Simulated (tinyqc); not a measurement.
# From one set of inputs to another, one input at a time

Model: Landau-Devonshire theory of a uniaxial ferroelectric. Computed by tinyqc, a small Python program. Command: `OMP_NUM_THREADS=1 python tinyqc.py 3006429 3006430 out.jsonl ferro ladder`. One thread of a shared host (Intel(R) Xeon(R) Processor @ 2.30GHz), about 0.01 s of CPU time with the checks.

G(P) = (alpha/2) P^2 + (beta*/4) P^4 + (gamma/6) P^6 - E P per volume, SI units, one domain, P along the polar axis, which is normal to the film.

The inputs printed are set A. Inputs not listed in the table keep their values of set A, so the rows need not describe a real material.

Inputs (values chosen for the exercise, for a model ferroelectric):
```
quantity                          value         unit
alpha_0                          211000  J m/(C^2 K)
Curie-Weiss temperature T0          320            K
beta                           3.69e+09    J m^5/C^4
gamma                          1.06e+11    J m^9/C^6
temperature T                       166            K
misfit strain u_m               -0.0076            -
electrostriction Q12             -0.023      m^4/C^2
compliance s11 + s12              3e-12        m^2/N
film thickness d                     45           nm
screening length lambda           0.028           nm
background permittivity eps_b        10            -
gradient coefficient g            3e-10    J m^3/C^2
```

Sample: epitaxial film.

Constants: eps_0 = 8.8541878128e-12 F/m.

Method:
- alpha = alpha_0 (T - T0*), with clamping: T0* = T0 + 4 Q12 u_m/(alpha_0 (s11 + s12)), beta* = beta + 4 Q12^2/(s11 + s12).
- Ps^2 = [-beta* + sqrt(beta*^2 - 4 alpha gamma)]/(2 gamma).
- chi = 1/(eps_0 G''), G'' = alpha + 3 beta* P^2 + 5 gamma P^4 at Ps. Ps, chi and the coercive field are for perfect screening, without a depolarising field. The intrinsic coercive field is |alpha P + beta* P^3 + gamma P^5| at the P_c where G'' = 0. 1 C/m^2 = 100 microcoulomb/cm^2.
- With the term (g/2) (dP/dx)^2, (g/2) P'^2 = G(P) - G(Ps) across the wall: energy = int_(-Ps)^(Ps) sqrt(2 g [G(P) - G(Ps)]) dP (40 Gauss-Legendre points); width = 2 Ps over the slope at P = 0, sqrt(2 |G(Ps)|/g). Elastic coupling inside the wall is left out.
- Between shorted electrodes with screening length lambda each, the depolarising field is -k P, k = 2 lambda/(eps_0 (d + 2 lambda eps_b)), so alpha turns into alpha + k.
- The polar state is the lowest uniform state while alpha + k < 0 (beta* > 0) or < 3 beta*^2/(16 gamma) (beta* < 0); setting the equality gives the critical thickness d_c.

Each row keeps all changes above it:
```
input moved                               from          to  wall energy (mJ/m^2)  critical thickness d_c (nm)  well depth G(Ps) (MJ/m^3)
set A                                        -           -                 9.780                        23.26                     -2.551
screening length lambda (nm)             0.028      0.0091                 9.780                         7.56                     -2.551
gradient coefficient g (J m^3/C^2)       3e-10     2.1e-11                 2.588                         7.56                     -2.551
electrostriction Q12 (m^4/C^2)          -0.023      -0.043                 4.453                         4.21                     -5.818
compliance s11 + s12 (m^2/N)             3e-12     5.6e-12                 2.437                         7.55                     -2.393
beta (J m^5/C^4)                    3690000000  -825000000                 4.017                         7.55                     -4.143
Curie-Weiss temperature T0 (K)             320         381                 4.217                         7.19                     -4.454
alpha_0 (J m/(C^2 K))                   211000      679000                 5.788                         5.24                     -7.140
```

Wall energy goes from 9.78 to 5.79, a factor 0.592 in all. The largest single move comes from gradient coefficient g (a factor 0.265), and electrostriction Q12 works against it (a factor 1.72). Critical thickness d_c goes from 23.3 to 5.24, a factor 0.225 in all. The largest single move comes from screening length lambda (a factor 0.325), and compliance s11 + s12 works against it (a factor 1.79). Well depth G(Ps) goes from -2.55 to -7.14, -4.59 in all. The largest single move comes from compliance s11 + s12 (+3.42), but it runs against the net change; the largest move in the direction of the net change is electrostriction Q12 (-3.27). The single moves hold for this order of the switches; the total does not depend on the order.

Caution (rows set A, screening length lambda, gradient coefficient g, electrostriction Q12, compliance s11 + s12, beta, Curie-Weiss temperature T0): the strain shifts T0 by more than 500 K here, which is beyond the range where constant coefficients hold. Caution (all rows): far below T0* the expansion with linear alpha(T) is only a fit. Caution (rows gradient coefficient g, electrostriction Q12, compliance s11 + s12, beta, Curie-Weiss temperature T0, alpha_0): a wall under 0.8 nm, some two lattice spacings, wide is outside the continuum picture.

Extremes, crossings and ranges named in words are read from the listed rows.
